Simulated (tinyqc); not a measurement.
Worked calculation: one-electron ion in a basis of Gaussians. One step of it, computed by the program tinyqc.

Task: Generalised eigenproblem. Solve H C = S C e through S^(-1/2); each column has its largest component positive (the first on a tie).

H = T + V (hartree):
```
[[-14.107419, -15.731495, -16.138988],
 [-15.731495, -13.218686, -13.940995],
 [-16.138988, -13.940995, 23.091682]]
```

S:
```
[[1.000000, 0.751484, 0.373797],
 [0.751484, 1.000000, 0.751560],
 [0.373797, 0.751560, 1.000000]]
```

Give: eigenvalues of S; eigenvalues; coefficients.

Result:

eigenvalues of S: [0.1078, 0.6262, 2.2660]

eigenvalues (hartree): [-17.7451, 8.2348, 103.0379]

coefficients:
```
[[0.6200, 1.3863, -0.7342],
 [0.3482, -1.3644, 1.9085],
 [0.1495, -0.0555, -1.6795]]
```

For Z = 6 and l = 0 the exact lowest level is -Z^2/(2 n^2) with n = l + 1: -18.000000 hartree.
